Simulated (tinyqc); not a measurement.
Composition and strain of an epitaxial Si(1-x)Ge(x) layer from Raman and X-ray peaks: one step, computed by the program tinyqc.

A (001) layer, biaxially strained in the plane. The Raman peaks follow empirical lines omega = w0 + c1 x + c3 x^3 + b eps (c3 for Si-Ge alone), with eps the in-plane strain.

Question. Lattice constants and strain. Relaxed lattice constant a(x) = a_Si + (a_Ge - a_Si) x - B x (1 - x). In-plane constant a_par = a_sub + R (a(x) - a_sub); eps = a_par/a(x) - 1; eps_perp = -(2 C12/C11) eps with 2 C12/C11 linear in x; a_perp = a(x) (1 + eps_perp).

Inputs (values chosen for the exercise, modelled on silicon-germanium):
```
quantity                value      unit
Ge fraction x            0.71         -
degree of relaxation R      0         -
lattice constant of Si  5.431  angstrom
lattice constant of Ge  5.658  angstrom
bowing B                0.026  angstrom
2 C12/C11 of Si         0.778         -
2 C12/C11 of Ge         0.748         -
```

Substrate: silicon.

Give: relaxed constant a(x); substrate constant a_sub; a_par; in-plane strain eps; strain along the normal; a_perp.

Answer.

relaxed constant a(x) = 5.5868 angstrom

substrate constant a_sub = 5.431 angstrom

a_par = 5.431 angstrom

in-plane strain eps = -27.890 per mille

strain along the normal = 21.104 per mille

a_perp = 5.7047 angstrom

The layer is under compression in the plane and is stretched along the normal. Caution: strains above 2 % survive only in layers a few nanometres thick, and the linear relations lose accuracy.
